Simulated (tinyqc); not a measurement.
Inside a calculation. Method: empirical pseudopotential in a few plane waves. Computed by tinyqc, a small Python program that keeps every step. Settings: plane-wave index or count = 15. Command: `OMP_NUM_THREADS=1 python tinyqc.py 28461 28462 out.jsonl` (the two numbers bound the seeds that draw the settings). One thread of a shared host (Intel(R) Xeon(R) Processor @ 2.60GHz), about 0.2 s of CPU time with the checks.

## Bloch Hamiltonian at G

Parameters chosen for this model: fcc lattice, atoms at +/- a/8 (1,1,1); form factors in rydberg at |G|^2 in units of (2 pi/a)^2:
```
parameter,value,unit
a,5.680000,angstrom
VS(3),-0.242000,Ry
VS(8),0.009000,Ry
VS(11),0.055000,Ry
VA(3),0,Ry
VA(4),0,Ry
VA(11),0,Ry
hbar^2/2m (2 pi/a)^2,4.662147,eV
```

k point G (2 pi / a): 0  0  0

Basis: the 15 shortest G (labels in 2 pi/a), the same at every k. H(G,G') = c |k + G|^2 delta + VS(|G-G'|^2) cos((G-G').tau) + i VA sin((G-G').tau), tau = a/8 (1,1,1); 1 Ry = 13.605693 eV.

H(k) at G (eV), lower triangle:
```
,+0+0+0,-1-1-1,-1-1+1,-1+1-1,-1+1+1,+1-1-1,+1-1+1,+1+1-1,+1+1+1,-2+0+0,+0-2+0,+0+0-2,+0+0+2,+0+2+0,+2+0+0
+0+0+0,0.0000
-1-1-1,2.3282,13.9864
-1-1+1,-2.3282,0.0000,13.9864
-1+1-1,-2.3282,0.0000,0.1225,13.9864
-1+1+1,-2.3282,-0.1225,0.0000,0.0000,13.9864
+1-1-1,-2.3282,0.0000,0.1225,0.1225,0.0000,13.9864
+1-1+1,-2.3282,-0.1225,0.0000,0.0000,0.1225,0.0000,13.9864
+1+1-1,-2.3282,-0.1225,0.0000,0.0000,0.1225,0.0000,0.1225,13.9864
+1+1+1,2.3282,0.0000,-0.1225,-0.1225,0.0000,-0.1225,0.0000,0.0000,13.9864
-2+0+0,0.0000,-2.3282,-2.3282,-2.3282,2.3282,0.5291,-0.5291,-0.5291,-0.5291,18.6486
+0-2+0,0.0000,-2.3282,-2.3282,0.5291,-0.5291,-2.3282,2.3282,-0.5291,-0.5291,0.1225,18.6486
+0+0-2,0.0000,-2.3282,0.5291,-2.3282,-0.5291,-2.3282,-0.5291,2.3282,-0.5291,0.1225,0.1225,18.6486
+0+0+2,0.0000,-0.5291,2.3282,-0.5291,-2.3282,-0.5291,-2.3282,0.5291,-2.3282,-0.1225,-0.1225,0.0000,18.6486
+0+2+0,0.0000,-0.5291,-0.5291,2.3282,-2.3282,-0.5291,0.5291,-2.3282,-2.3282,-0.1225,0.0000,-0.1225,0.1225,18.6486
+2+0+0,0.0000,-0.5291,-0.5291,-0.5291,0.5291,2.3282,-2.3282,-2.3282,-2.3282,0.0000,-0.1225,-0.1225,0.1225,0.1225,18.6486
```

## Levels at G

Diagonalise the Hermitian matrix.

eigenvalues (eV): -2.5633  10.0611  10.0611  10.0611  10.0706  13.8640  13.8640  13.8640  16.9171  18.4037  18.4037  22.4515  22.4515  22.4515  23.4216

## Bands along a path

The same steps at evenly spaced points between the labelled ones.

Bands along the path (eV), lowest eight:
```
k,band 1,band 2,band 3,band 4,band 5,band 6,band 7,band 8
L,-0.2874,2.8522,9.2530,9.2530,11.0073,14.8923,14.8923,18.0810
L-G 0.25,-1.0242,3.8563,9.2662,9.2662,11.0869,14.8085,14.8085,18.3251
L-G 0.50,-1.8395,5.6578,9.5074,9.5074,11.4377,14.7377,14.7377,15.9948
L-G 0.75,-2.3785,7.8229,9.8644,9.8644,11.5671,14.1388,14.2223,14.2223
G,-2.5633,10.0611,10.0611,10.0611,10.0706,13.8640,13.8640,13.8640
G-X 0.25,-2.3160,7.6759,9.5177,9.5177,12.4337,13.0635,14.7936,14.7936
G-X 0.50,-1.5805,5.4501,8.6762,8.6762,12.0912,13.2784,16.7717,16.7717
G-X 0.75,-0.3777,3.4245,8.1400,8.1400,11.6550,12.1534,19.1698,19.1698
X,1.2549,1.6527,8.0692,8.0692,11.3508,11.8964,21.8696,21.8696
```

With 4 band(s) filled, the highest filled level on these points lies at G and the lowest empty one at G: a gap of 0.0095 eV, direct. This holds for the small fixed basis; with all plane waves up to |k + G|^2 = 21 (2 pi/a)^2 the gap along the path is 0.78 eV.

## Convergence with the number of plane waves

Levels at G counted from the fourth one.

Levels (eV):
```
plane waves,level 1,level 5,level 8
9,-16.4273,0.0000,0.4898
15,-12.6244,0.0095,3.8029
27,-12.0551,0.5923,3.5029
51,-11.9705,0.7631,3.6876
59,-11.9841,0.7954,3.5508
65,-11.9949,0.7954,3.5325
89,-11.9786,0.7883,3.5439
```
